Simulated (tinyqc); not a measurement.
Inside a calculation. Method: CCSD on RHF in the sto-3g basis, for BeH2, spin multiplicity 1. One step of it, computed by the program tinyqc.

Problem. Iteration 7 (converged): orbitals. Diagonalise F' = X^T F X, C = X C', fill 3 alpha and 3 beta electrons from the bottom; D = 2 C_occ C_occ^T. Each column has its largest component positive (the first on a tie).

converged F (hartree), order 1Be 1s, 1Be 2s, 1Be 2px, 1Be 2py, 1Be 2pz, 2H 1s, 3H 1s:
```
[[-4.532527, -1.290214, 0.000000, 0.000000, 0.002698, -0.201012, -0.201012],
 [-1.290214, -0.589180, 0.000000, 0.000000, -0.018651, -0.327527, -0.327527],
 [0.000000, 0.000000, 0.213610, 0.000000, 0.000000, 0.000000, 0.000000],
 [0.000000, 0.000000, 0.000000, -0.131558, 0.000000, -0.295110, 0.295110],
 [0.002698, -0.018651, 0.000000, 0.000000, 0.210708, -0.026852, -0.026852],
 [-0.201012, -0.327527, 0.000000, -0.295110, -0.026852, -0.222599, -0.012254],
 [-0.201012, -0.327527, 0.000000, 0.295110, -0.026852, -0.012254, -0.222599]]
```

X, order 1Be 1s, 1Be 2s, 1Be 2px, 1Be 2py, 1Be 2pz, 2H 1s, 3H 1s:
```
[[1.028522, -0.150082, 0.000000, 0.000000, -0.002040, 0.020947, 0.020947],
 [-0.150082, 1.152827, 0.000000, 0.000000, 0.017786, -0.220256, -0.220256],
 [0.000000, 0.000000, 1.000000, 0.000000, 0.000000, 0.000000, 0.000000],
 [0.000000, 0.000000, 0.000000, 1.209547, 0.000000, -0.302069, 0.302069],
 [-0.002040, 0.017786, 0.000000, 0.000000, 1.002506, -0.031171, -0.031171],
 [0.020947, -0.220256, 0.000000, -0.302069, -0.031171, 1.167183, -0.050835],
 [0.020947, -0.220256, 0.000000, 0.302069, -0.031171, -0.050835, 1.167183]]
```

Give: F' = X^T F X; orbital energies; coefficients C; D after iteration 7.

Solution.

F' = X^T F X (hartree):
```
[[-4.4231, -0.7002, 0.0000, 0.0000, 0.0010, 0.0006, 0.0006],
 [-0.7002, -0.1557, 0.0000, 0.0000, 0.0075, -0.2702, -0.2702],
 [0.0000, 0.0000, 0.2136, 0.0000, 0.0000, 0.0000, 0.0000],
 [0.0000, 0.0000, 0.0000, 0.2004, 0.0000, -0.3632, 0.3632],
 [0.0010, 0.0075, 0.0000, 0.0000, 0.2146, -0.0332, -0.0332],
 [0.0006, -0.2702, 0.0000, -0.3632, -0.0332, 0.0376, -0.0606],
 [0.0006, -0.2702, 0.0000, 0.3632, -0.0332, -0.0606, 0.0376]]
```

orbital energies (hartree): [-4.5359, -0.4118, -0.3668, 0.2050, 0.2136, 0.3553, 0.6655]

coefficients C, order 1Be 1s, 1Be 2s, 1Be 2px, 1Be 2py, 1Be 2pz, 2H 1s, 3H 1s:
```
[[0.9919, -0.2114, 0.0000, 0.0686, 0.0000, -0.2191, 0.0000],
 [0.0309, 0.6137, 0.0000, -0.2853, 0.0000, 0.9949, 0.0000],
 [0.0000, 0.0000, 0.0000, 0.0000, 1.0000, 0.0000, 0.0000],
 [0.0000, 0.0000, 0.4952, 0.0000, 0.0000, 0.0000, 1.1833],
 [-0.0001, 0.0261, 0.0000, 0.9542, 0.0000, 0.3102, 0.0000],
 [-0.0038, 0.3918, 0.4357, 0.1454, 0.0000, -0.7060, -0.8020],
 [-0.0038, 0.3918, -0.4357, 0.1454, 0.0000, -0.7060, 0.8020]]
```

D after iteration 7, order 1Be 1s, 1Be 2s, 1Be 2px, 1Be 2py, 1Be 2pz, 2H 1s, 3H 1s:
```
[[2.0571, -0.1981, 0.0000, 0.0000, -0.0113, -0.1733, -0.1733],
 [-0.1981, 0.7552, 0.0000, 0.0000, 0.0321, 0.4807, 0.4807],
 [0.0000, 0.0000, 0.0000, 0.0000, 0.0000, 0.0000, 0.0000],
 [0.0000, 0.0000, 0.0000, 0.4904, 0.0000, 0.4315, -0.4315],
 [-0.0113, 0.0321, 0.0000, 0.0000, 0.0014, 0.0205, 0.0205],
 [-0.1733, 0.4807, 0.0000, 0.4315, 0.0205, 0.6867, -0.0726],
 [-0.1733, 0.4807, 0.0000, -0.4315, 0.0205, -0.0726, 0.6867]]
```
